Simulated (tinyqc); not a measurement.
# Shape of the distribution and failure rate

For F(t) = 1 - exp(-(t/t63)^beta): mean t63 Gamma(1 + 1/beta), median t63 (ln 2)^(1/beta), deviation t63 sqrt(Gamma(1 + 2/beta) - Gamma(1 + 1/beta)^2), failure rate (beta/t63)(t/t63)^(beta - 1).

Values chosen for this exercise: characteristic time of a test capacitor t63 = 1200 s.

Shape of the distribution and failure rate:
```
beta  mean (s)  median (s)  deviation/mean  rate at 0.01 t63 (1/s)  rate at t63 (1/s)
0.5       2400       576.5           2.236                0.004167           4.167e-4
0.7       1519       710.9           1.462                0.002322           5.833e-4
1         1200       831.8           1.000                8.333e-4           8.333e-4
1.3       1108       905.2          0.7757                2.721e-4           0.001083
1.7       1071       967.3          0.6055                5.640e-5           0.001417
2.2       1063        1016          0.4798                7.299e-6           0.001833
3         1072        1062          0.3634                2.500e-7           0.002500
4         1088        1095          0.2805                3.333e-9           0.003333
```

The relative spread falls from 2.24 to 0.281. For beta < 1 the rate falls with time (early failures), at 1 it is constant, 8.33e-4 1/s, and above 1 it grows (wear-out): the early rate goes from 10.0 times the rate at t63 to 1.00e-6 times.

Numbers from tinyqc (`OMP_NUM_THREADS=1 python tinyqc.py 2070148 2070149 out.jsonl`; about 0.01 s on one thread of a shared Intel Xeon 2.30GHz).
